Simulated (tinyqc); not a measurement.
Luttinger-Kohn k.p, four valence bands, step by step. One step of it, computed by the program tinyqc.

Question. Hole masses. E = c [g1 k^2 -/+ 2 sqrt(g2^2 k^4 + 3 (g3^2 - g2^2)(kx^2 ky^2 + ky^2 kz^2 + kz^2 kx^2))] with c = hbar^2/2m, and m* = hbar^2 k^2 / (2 E).

Luttinger parameters chosen for this model; energies are counted downward from the top of the valence band:
```
parameter     value  unit
g1         8.430000
g2         1.660000
g3         2.800000
```

Give: Masses.

Answer.

Masses (electron masses):
```
direction   heavy   light
[100]      0.1957  0.0851
[110]      0.3027  0.0738
[111]      0.3534  0.0713
```
